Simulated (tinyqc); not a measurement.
Switching kinetics of a ferroelectric film and the memory window of a ferroelectric gate stack: one step, computed by the program tinyqc. Command: `OMP_NUM_THREADS=1 python tinyqc.py 3006975 3006976 out.jsonl feswitch walk`. One thread of a shared host (Intel(R) Xeon(R) Processor @ 2.30GHz), about 0.01 s of CPU time with the checks.

Fields in MV/cm; 1 microcoulomb/cm^2 over eps_0 is 11.29409 MV/cm. In the stack (metal, ferroelectric, interlayer, channel) the channel is taken as a conductor.

Task: Memory window. Saturated branches: P(E) = P_s tanh[(E -/+ E_c)/(2 delta)], delta = E_c/ln[(1 + P_r/P_s)/(1 - P_r/P_s)]; D = P + eps_0 eps_F E. At threshold the channel charge is negligible, so D = 0 on each branch: (1 - s) P(E) + eps_0 eps_F E = 0, with the screened share s. The rising branch has the root E0 between 0 and E_c; window = 2 E0 t_F; its upper bound is 2 E_c t_F.

Inputs (values chosen for the exercise, for a model hafnia-based film):
```
quantity                                 value               unit
saturation polarisation P_s                 27  microcoulomb/cm^2
ratio P_r/P_s                             0.78                  -
coercive field E_c                        0.74              MV/cm
permittivity of the ferroelectric eps_F     36                  -
thickness t_F                               18                 nm
share s of P screened by trapped charge   0.72                  -
```

delta = 0.3539415 MV/cm

Give: field E0; memory window; bound 2 E_c t_F; fixed-charge estimate 2 (1 - s) P_r t_F/(eps_0 eps_F).

Result:

field E0 = 0.5673 MV/cm

memory window = 2.042 V

bound 2 E_c t_F = 2.664 V

fixed-charge estimate 2 (1 - s) P_r t_F/(eps_0 eps_F) = 6.660 V

Charge and coercive field both limit the window.
